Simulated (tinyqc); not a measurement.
Worked calculation: Hubbard chain of 3 sites. One step of it, computed by the program tinyqc.

Question. The many-body Hamiltonian. Basis: all placements (u, d, 2, 0 on each site), up operators ordered before down ones; hops carry the sign of the same-spin electrons passed.

one-body matrix (hopping and site energies) (eV), order 1, 2, 3:
$$\begin{pmatrix}
0.000000 & -1.460000 & 0.000000 \\
-1.460000 & 0.000000 & -1.460000 \\
0.000000 & -1.460000 & 0.000000
\end{pmatrix}$$

U = 6.600000 eV

electrons, up and down: [2, 2]

Give: H.

Answer.

H (eV):
```
         220      2ud      u2d      2du      202      ud2      d2u      du2
220  13.2000  -1.4600   0.0000  -1.4600   0.0000   0.0000   0.0000   0.0000
2ud  -1.4600   6.6000  -1.4600   0.0000  -1.4600   0.0000   0.0000   0.0000
u2d   0.0000  -1.4600   6.6000   0.0000   0.0000  -1.4600   0.0000   0.0000
2du  -1.4600   0.0000   0.0000   6.6000  -1.4600   0.0000  -1.4600   0.0000
202   0.0000  -1.4600   0.0000  -1.4600  13.2000  -1.4600   0.0000  -1.4600
ud2   0.0000   0.0000  -1.4600   0.0000  -1.4600   6.6000   0.0000   0.0000
d2u   0.0000   0.0000   0.0000  -1.4600   0.0000   0.0000   6.6000  -1.4600
du2   0.0000   0.0000   0.0000   0.0000  -1.4600   0.0000  -1.4600   6.6000
022   0.0000   0.0000   0.0000   0.0000   0.0000  -1.4600   0.0000  -1.4600

         022
220   0.0000
2ud   0.0000
u2d   0.0000
2du   0.0000
202   0.0000
ud2  -1.4600
d2u   0.0000
du2  -1.4600
022  13.2000
```
